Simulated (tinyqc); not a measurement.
What each integral does: Slater-Koster d bands of a bcc metal.

Inputs chosen for the exercise (of the size met in Ta; not measured data): dds = -1.362 eV (dd sigma); ddp = 0.722 eV (dd pi); ddd = -0.136 eV (dd delta); f2 = 0.487 (factor on all three integrals for second neighbours).

Levels at Gamma, E(t2g) = (8/3) dds + (16/9) ddp + (32/9) ddd + f2 (4 ddp + 2 ddd), E(eg) = (16/3) ddp + (8/3) ddd + f2 (3 dds + 3 ddd), and W = sqrt(12 mu2), the width of a rectangular band with the same second moment mu2 = z (dds^2 + 2 ddp^2 + 2 ddd^2)/5, z = 8 + 6 f2^2. Each row changes one parameter from the base and keeps the others.

Results:
```
case              t2g (eV)  eg (eV)  W (eV)
base               -1.5580   1.2994  8.1466
dds = -1.1577 eV   -1.0132   1.5979  7.3976
ddp = 0.6137 eV    -1.9615   0.7218  7.7346
ddd = -0.1156 eV   -1.4656   1.3836  8.1323
f2 = 0.4139        -1.7492   1.6279  7.9739
```

The largest shifts from the base row, up to three for each result and ties (the steps differ in size, so this ranks the rows, not the parameters). t2g (eV): dds +0.5448, ddp -0.4035, f2 -0.1912. eg (eV): ddp -0.5776, f2 +0.3285, dds +0.2985. W (eV): dds -0.7489, ddp -0.4120, f2 -0.1726. The ratio of the shifts of t2g and eg names the integral: it is the ratio of the coefficients in the two formulas.

Program tinyqc; command `OMP_NUM_THREADS=1 python tinyqc.py 1451170 1451171 out.jsonl`; about 0.02 s on one thread of a shared Intel(R) Xeon(R) Processor @ 2.30GHz.
